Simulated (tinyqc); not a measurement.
Two-step dopant diffusion (predeposition and drive-in) with a constant diffusivity: one step, computed by the program tinyqc. Command: `OMP_NUM_THREADS=1 python tinyqc.py 3003870 3003871 out.jsonl dopdiff walk`. One thread of a shared host (Intel(R) Xeon(R) Processor @ 2.30GHz), about 0.08 s of CPU time with the checks.

Fick diffusion into a half space x > 0 whose background doping C_B is of the opposite type, so that a junction lies where C = C_B.

Problem. Thermal budget with ramps. D = D0 exp(-E/(k_B T)). Temperatures in kelvin are T(C) + 273.15. One ramp between the stand-by temperature and T2 adds int D dT / rate (40-point Gauss-Legendre); the usual estimate counts it as an extra time k_B T2^2/(E rate) at T2. (Dt)2 = D2 t2 + two ramps, times in seconds.

Inputs (values chosen for the exercise, modelled on gallium in silicon):
```
quantity                      value    unit
prefactor D0                  0.342  cm^2/s
activation energy E            3.39      eV
predeposition temperature T1    925       C
drive-in temperature T2        1050       C
drive-in time t2                120     min
ramp rate                         5   C/min
stand-by temperature            750       C
```

Furnace ramps of the drive-in: linear ramps.

D2 = 4.185745e-14 cm^2/s

Constants: k_B = 8.617333262e-05 eV/K.

Give: budget of one ramp; estimated extra time of one ramp; drive-in budget (Dt)2.

Solution.

budget of one ramp = 2.098e-11 cm^2

estimated extra time of one ramp = 8.901 min

drive-in budget (Dt)2 = 3.433e-10 cm^2

The integral equals 8.35 min at T2, against the estimate 8.90 min; both ramps make 12 % of the budget.
